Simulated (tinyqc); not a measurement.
Interdiffusion in a binary couple: Darken equations, Kirkendall shift and Boltzmann-Matano analysis. Inputs raised by 10 %, one at a time. Computed by tinyqc, a small Python program. Command: `OMP_NUM_THREADS=1 python tinyqc.py 3012379 3012380 out.jsonl darken sens`. One thread of a shared host (Intel(R) Xeon(R) Processor @ 2.30GHz), about 0.1 s of CPU time with the checks.

x is the mole fraction of B; the molar volume is constant, and the two halves are long enough to count as infinite.

Inputs (values chosen for the exercise, for a model alloy A-B):

| quantity | value | unit |
|---|---|---|
| tracer diffusivity D*_A(0) | 4.6e-16 | m^2/s |
| tracer diffusivity D*_B(0) | 6.3e-16 | m^2/s |
| slope k of ln D* with x | 1.6 | - |
| regular-solution parameter W | -0.11 | eV |
| temperature T | 1060 | K |
| left composition x_L | 0.39 | - |
| right composition x_R | 0.83 | - |
| time t | 240000 | s |
| composition x for the local step | 0.57 | - |

Vacancy-wind correction: none.

Constants: k_B = 8.617333262e-05 eV/K.

Method:
- D*_i(x) = D*_i(0) exp(k x); thermodynamic factor Phi = 1 - 2 W x (1 - x)/(k_B T); intrinsic D_i = D*_i Phi; interdiffusion D~ = x D_A + (1 - x) D_B.
- With lambda = z/sqrt(t), the profile solves d/dlambda (D~ dx/dlambda) + (lambda/2) dx/dlambda = 0 with x = x_L and x_R far to the left and right; z = 0 is the original interface. It is solved as a boundary-value problem in y = lambda/sqrt(D~ at the mean composition) on -12 < y < 12 (collocation, tolerance 1e-8).
- Read from the profile: the position z(x), the area -int_(x_L)^x z dx and the slope.
- Lattice planes move with v = (D_B - D_A) dx/dz; markers from the original interface stay at one composition, where z_K = 2 t v.

Runs:

| input moved | from | to | marker position z_K (um) | interdiffusion coefficient D~ at the local x (m^2/s) | slope dx/dz at the local x (1/um) | composition at the markers |
|---|---|---|---|---|---|---|
| base run | - | - | 1.8382 | 2.1104e-15 | 0.0053833 | 0.62774 |
| tracer diffusivity D*_A(0) (m^2/s) | 4.6e-16 | 5.06e-16 | 1.3054 | 2.2142e-15 | 0.0052621 | 0.62559 |
| tracer diffusivity D*_B(0) (m^2/s) | 6.3e-16 | 6.93e-16 | 2.4649 | 2.2177e-15 | 0.0052449 | 0.62991 |
| slope k of ln D* with x | 1.6 | 1.76 | 1.9326 | 2.3119e-15 | 0.0051527 | 0.62910 |
| regular-solution parameter W (eV) | -0.11 | -0.121 | 1.8701 | 2.1888e-15 | 0.0052825 | 0.62753 |
| time t (s) | 240000 | 264000 | 1.9279 | 2.1104e-15 | 0.0051327 | 0.62774 |

Exponents ln(y'/y) / ln(x'/x):

| input | marker position z_K | interdiffusion coefficient D~ at the local x | slope dx/dz at the local x | composition at the markers |
|---|---|---|---|---|
| tracer diffusivity D*_A(0) | -3.591 | 0.504 | -0.239 | -0.036 |
| tracer diffusivity D*_B(0) | 3.078 | 0.520 | -0.273 | 0.036 |
| slope k of ln D* with x | 0.525 | 0.957 | -0.459 | 0.023 |
| regular-solution parameter W | 0.181 | 0.382 | -0.198 | -0.003 |
| time t | 0.500 | 0.000 | -0.500 | 0.000 |

Among the inputs moved here: marker position z_K answers most in size to tracer diffusivity D*_A(0) (exponent -3.591), next to tracer diffusivity D*_B(0) (+3.078). Its exponent +0.500 in time t: markers move as sqrt(t). Interdiffusion coefficient D~ at the local x answers most in size to slope k of ln D* with x (exponent +0.957), next to tracer diffusivity D*_B(0) (+0.520); its exponent is below 0.0005 for time t. Slope dx/dz at the local x answers most in size to time t (exponent -0.500), next to slope k of ln D* with x (-0.459). Its exponent -0.500 in time t: the profile is a function of z/sqrt(t). Composition at the markers answers most in size to tracer diffusivity D*_A(0) (exponent -0.036), and about equally to tracer diffusivity D*_B(0) (+0.036); its exponent is below 0.0005 for time t. Its exponent 0.000 in time t: the marker composition is fixed.
